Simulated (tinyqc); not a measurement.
Changing the particle radius R: a particle near a wafer in liquid: double-layer and van der Waals forces (DLVO), deposition barrier and removal. Computed by tinyqc, a small Python program. Command: `OMP_NUM_THREADS=1 python tinyqc.py 3114137 3114138 out.jsonl dlvo sweep`. One thread of a shared host (Intel(R) Xeon(R) Processor @ 2.30GHz), about 0.01 s of CPU time with the checks.

Sphere and flat wall, Derjaguin approximation, constant potentials in the linear-superposition form, no retardation and no hydration force.

Inputs (values chosen for the exercise, of the order of those for silica on copper in water):

| quantity | value | unit |
|---|---|---|
| Hamaker constant A | 2.6e-20 | J |
| potential of the particle psi_1 | -35 | mV |
| potential of the wafer psi_2 | -34 | mV |
| salt concentration c | 0.00025 | mol/L |
| valence z of the symmetric salt | 1 | - |
| temperature T | 323 | K |
| dielectric constant of the liquid | 69.9 | - |
| contact distance h0 | 0.4 | nm |
| contact radius over R | 0.12 | - |
| viscosity | 0.72 | mPa s |

Constants: e = 1.602176634e-19 C; N_A = 6.02214076e+23 1/mol; eps_0 = 8.8541878128e-12 F/m; k_B = 1.380649e-23 J/K; k_B = 8.617333262e-05 eV/K.

Method. kappa^2 = 2 z^2 e^2 N_A (1000 c)/(eps eps_0 k_B T); gamma_i = tanh(z e psi_i/(4 k_B T)); Z = 64 pi eps eps_0 (k_B T/(z e))^2 gamma_1 gamma_2. Adhesion F_a = A R/(6 h0^2) [1 + a^2/(R h0)] - kappa Z R exp(-kappa h0), a the contact radius. Drag in a shear flow F_d = 1.7 x 6 pi mu R^2 G, acting at 1.4 R; rolling starts when 1.4 R F_d = a F_a. Wall shear stress = mu G.

One run for each value:

| particle radius R (nm) | wall shear stress for rolling (Pa) | net adhesion F_a (pN) | kappa R |
|---|---|---|---|
| 5 | 16856 | 1.575e+02 | 2.646e-01 |
| 11 | 9084 | 4.109e+02 | 5.821e-01 |
| 22 | 5846 | 1.058e+03 | 1.164e+00 |
| 47 | 4124 | 3.406e+03 | 2.487e+00 |
| 100 | 3320 | 1.241e+04 | 5.292e+00 |
| 210 | 2947 | 4.859e+04 | 1.111e+01 |
| 450 | 2766 | 2.094e+05 | 2.381e+01 |
| 950 | 2683 | 9.052e+05 | 5.027e+01 |
| 2000 | 2644 | 3.953e+06 | 1.058e+02 |

Over the rows, wall shear stress for rolling (Pa) falls from 16900 to 2640 (exponent d ln y / d ln x -0.78 between the first rows and -0.020 between the last); net adhesion F_a (pN) rises from 158 to 3.95e6 (exponent d ln y / d ln x 1.2 between the first rows and 2.0 between the last); kappa R rises from 0.265 to 106 (exponent d ln y / d ln x about 1.0 throughout). At the high end the exponent of wall shear stress for rolling is -0.02, close to 0: the flattened contact adds adhesion as R^2. The smallest particle needs 6.38 times the shear stress of the largest.

Caution (rows 5.00, 11.0, 22.0, 47.0): kappa R is not large, so the Derjaguin approximation is only rough at gaps of the order of the Debye length.

Extremes, crossings and ranges named in words are read from the listed rows.
